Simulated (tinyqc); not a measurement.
Gain factor and gap resistance from two string resistances.

Problem. At small bit-line voltage each of the 96 cells has the resistance 1/(K x) at overdrive x (no mobility reduction) in series with a gap resistance Rg. Find K, Rg and the share of the gaps at the higher overdrive.

resistance of a string of 96 equal cells at overdrives of 4 and 8.6 V (kohm): [3360, 2076.2791]

Answer. The resistance per cell is a straight line in 1/x with slope 1/K and intercept Rg.

K = 10.0 uA/V^2
Rg = 10.0 kohm
share of the gaps = 46.2 %

Program tinyqc, `OMP_NUM_THREADS=1 python tinyqc.py 2142202 2142203 out.jsonl`; Intel Xeon 2.30GHz, shared host, one thread, about 1 s.
